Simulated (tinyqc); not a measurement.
Bond unit of a tetrahedral oxide and its oxygen vacancy in tight binding, step by step. Values are carried at full precision from step to step, so a last printed digit may differ when a step is redone from the rounded ones.

Two sp3 hybrids h1, h2 at eh = (es + 3 ep)/4 point at one oxygen with orbitals s, px, py, pz; x joins the two cations, z bisects the angle phi, and th = (180 - phi)/2. With u = hbar^2/(m d^2) = 2c/d^2, c = hbar^2/2m0: Vhs = -(1.32 + sqrt3 x 1.42) u/2 and Vhp = (1.42 + sqrt3 x 2.22) u/2. <h|s> = Vhs for both; <h1|px> = Vhp cos(th), <h2|px> = -Vhp cos(th); <h|pz> = Vhp sin(th) for both; py is a lone pair. The unit holds 8 electrons. Coupling between units, which widens the levels into bands, is left out.

Constants: hbar^2/2m0 = 3.80998211 eV angstrom^2.

Inputs chosen for the exercise (near tabulated values for SiO2; not measured data):
```
symbol  value   unit      meaning
es      -14.88  eV        s level of the cation
ep      -7.74   eV        p level of the cation
eos     -33.3   eV        s level of oxygen
eop     -17.09  eV        p level of oxygen
d       1.6     angstrom  cation-oxygen distance
phi     152     degrees   bond angle at oxygen
R       2.73    angstrom  cation-cation distance across the vacancy
```

## Level and couplings

Form eh, u, Vhs, Vhp and th.

eh (hybrid level) = -9.5250 eV
u = 2.9765 eV

Vhs, Vhp (eV): -5.6250  7.8360

th = 14.0 degrees

## The matrix

Fill it in.

H (eV), lower triangle:
```
         h1       h2         s        px        py        pz
h1  -9.5250
h2        0  -9.5250
s   -5.6250  -5.6250  -33.3000
px   7.6032  -7.6032         0  -17.0900
py        0        0         0         0  -17.0900
pz   1.8957   1.8957         0         0         0  -17.0900
```

## Levels, weights and charge

Diagonalise; the four lowest levels are filled. The excess of electrons on oxygen is twice the oxygen weight of the filled levels less 6.

levels (eV): -35.7490  -24.7060  -17.6789  -17.0900  -6.4871  -1.9090

weights:
```
    level 1  level 2  level 3  level 4  level 5  level 6
h1    0.043    0.167    0.023    0.000    0.434    0.333
h2    0.043    0.167    0.023    0.000    0.434    0.333
s     0.912    0.000    0.012    0.000    0.076    0.000
px    0.000    0.666    0.000    0.000    0.000    0.334
py    0.000    0.000    0.000    1.000    0.000    0.000
pz    0.002    0.000    0.943    0.000    0.055    0.000
```

highest filled to lowest empty = 10.6029 eV
excess electrons on oxygen = 1.068

The highest filled level is the py orbital of oxygen (100 %) and the lowest empty one is 87 % cation hybrid, even under exchange of the two cations. The spacing is that of an isolated unit and exceeds the gap of the solid.

## The odd block in closed form

The combination (h1 - h2)/sqrt2 couples to px alone, with W2 = sqrt2 Vhp cos(th); W3 = (eh - eop)/2; levels (eh + eop)/2 -/+ sqrt(W2^2 + W3^2); polarity W3/sqrt(W2^2 + W3^2).

W2, W3 (eV): 10.7526  3.7825

levels of the odd block (eV): -24.7060  -1.9090

polarity = 0.3318

## The neutral oxygen vacancy

Without the oxygen the two hybrids face each other at distance R and couple by -V2, V2 = 3.22 x 2c/R^2, c = hbar^2/2m0: a bond at eh - V2 with two electrons and an antibond at eh + V2. Levels are measured from eop, the lone-pair level that stands for the top of the valence band.

Form V2 and the two levels above eop. R is a chosen distance; in real silica the neutral vacancy relaxes to about 2.5 angstrom.

V2 = 3.2922 eV

levels above eop (eV): bond 4.2728, lone hybrid 7.5650, antibond 10.8572

bond-antibond splitting = 6.5844 eV

The filled bond lies 4.27 eV above the lone pairs, so it can trap a hole; the antibond lies above the lowest empty level of the intact unit (10.60 eV). A lone hybrid, as in a dangling bond, sits at 7.56 eV.

## Checks

- Levels of the odd block against the full matrix: they agree to 1e-10 or better.

Run: tinyqc, `OMP_NUM_THREADS=1 python tinyqc.py 1452601 1452602 out.jsonl`; Intel(R) Xeon(R) Processor @ 2.30GHz, one thread, shared host; about 0.01 s of CPU time with all checks.
